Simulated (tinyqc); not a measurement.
Grain-boundary diffusion: Harrison regimes, Fisher and Le Claire analysis, Hart average: one step, computed by the program tinyqc. Command: `OMP_NUM_THREADS=1 python tinyqc.py 3031748 3031749 out.jsonl gbdiff walk`. One thread of a shared host (Intel(R) Xeon(R) Processor @ 2.30GHz), about 0.01 s of CPU time with the checks.

A boundary is a slab of width delta with diffusivity D_b, normal to a surface held at constant concentration; it leaks into grains of diffusivity D.

Question. Effective diffusivity. Hart average for parallel slabs: f = delta/d, D_eff = (s f D_b + (1 - f) D)/(1 - f + s f); share of the boundaries = s f D_b/(s f D_b + (1 - f) D); depth sqrt(D_eff t).

Inputs (values chosen for the exercise, for a model polycrystal):

| quantity | value | unit |
|---|---|---|
| boundary width delta | 0.4 | nm |
| segregation factor s | 1 | - |
| grain size d | 3.8 | um |
| temperature T | 594 | K |
| time t | 760000 | s |

D_b = 5.000214e-12 m^2/s

D = 6.405828e-17 m^2/s

Give: boundary fraction f; D_eff; share of the boundaries; depth sqrt(D_eff t).

Answer.

boundary fraction f = 1.0526e-04

D_eff = 5.9039e-16 m^2/s

share of the boundaries = 0.89151

depth sqrt(D_eff t) = 21.182 um

Caution: outside regime A (which needs sqrt(D t) above about 3 d) the Hart average and its depth are formal: they describe a profile only in regime A or at steady state.
